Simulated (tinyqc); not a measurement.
Inside a calculation. Method: harmonic frequencies on the RHF/sto-3g surface (energies and gradients from PySCF), for BeH+, spin multiplicity 1. One step of it, computed by the program tinyqc.

Task: One row of the Hessian: 1Bez. Displace 1Bez by +/-0.01 bohr; H(k, :) = (g(+) - g(-)) / (2 delta).

optimised positions (bohr):
```
,x,y,z
1Be,0.000000,0.000000,0.160992
2H,0.000000,0.000000,2.660369
```

gradient at +delta (hartree/bohr):
```
,x,y,z
1Be,0.00000000,0.00000000,0.00218180
2H,0.00000000,0.00000000,-0.00218180
```

gradient at -delta (hartree/bohr):
```
,x,y,z
1Be,0.00000000,0.00000000,-0.00213714
2H,0.00000000,0.00000000,0.00213714
```

Give: row of the Hessian.

Result:

row of the Hessian (hartree/bohr^2): 1Bex 0.000000, 1Bey 0.000000, 1Bez 0.215947, 2Hx 0.000000, 2Hy 0.000000, 2Hz -0.215947
